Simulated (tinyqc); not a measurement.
Electron mobility of a polar semiconductor by Rode's iterative solution of the Boltzmann equation: one step, computed by the program tinyqc. Command: `OMP_NUM_THREADS=1 python tinyqc.py 3005948 3005949 out.jsonl rode walk`. One thread of a shared host (Intel(R) Xeon(R) Processor @ 2.30GHz), about 0.01 s of CPU time with the checks.

The distribution is f(E) + e F l(E) (-df/dE) cos(theta) for a weak field F, theta counted from the force; l(E) is a mean free path. Elastic processes enter by their momentum rate, polar optical phonons by out- and in-scattering terms. One valley only: where upper valleys lie close, measured mobilities are lower. The density n is prescribed, even where a narrow-gap material would have more intrinsic carriers.

Task: The first two iterations on one ladder of the grid. Iteration: l_new(E) = [v(E) + c+ l(E + hbar w) + c- l(E - hbar w)]/(nu + S_o), from l = 0.

Inputs (values chosen for the exercise, for a model polar semiconductor): temperature T = 300 K.

Band: parabolic. Elastic processes: acoustic, piezoelectric, impurity.

Points j = s/2, s/2 + s, ... (the first seven rungs, or as many as the grid holds), rates in 1e12/s:

| E (meV) | v (m/s) | nu | S_o | c+ | c- |
|---|---|---|---|---|---|
| 45.225 | 716365 | 0.4760907 | 0.390744 | 0.1609808 | 0.000000 |
| 125.625 | 1193941 | 0.1561779 | 5.317224 | 0.1909705 | 2.048466 |
| 206.025 | 1528991 | 0.1043501 | 6.346878 | 0.1968752 | 3.335122 |
| 286.425 | 1802811 | 0.0872124 | 6.405796 | 0.1966835 | 3.743323 |
| 366.825 | 2040207 | 0.0804472 | 6.298151 | 0.1944783 | 3.896747 |
| 447.225 | 2252723 | 0.0779235 | 6.152572 | 0.1915728 | 3.949099 |

Give: l after iteration 1; l after iteration 2 (all rungs but the last shown).

Result:

l after iteration 1 (nm): 826.4  218.1  237.0  277.7  319.9  361.6

l after iteration 2 (all rungs but the last shown) (nm): 866.9  535.7  358.3  424.0  500.5

In-scattering lengthens l on the lowest rung by 4.9 % and on the second by 145.6 % in this step.
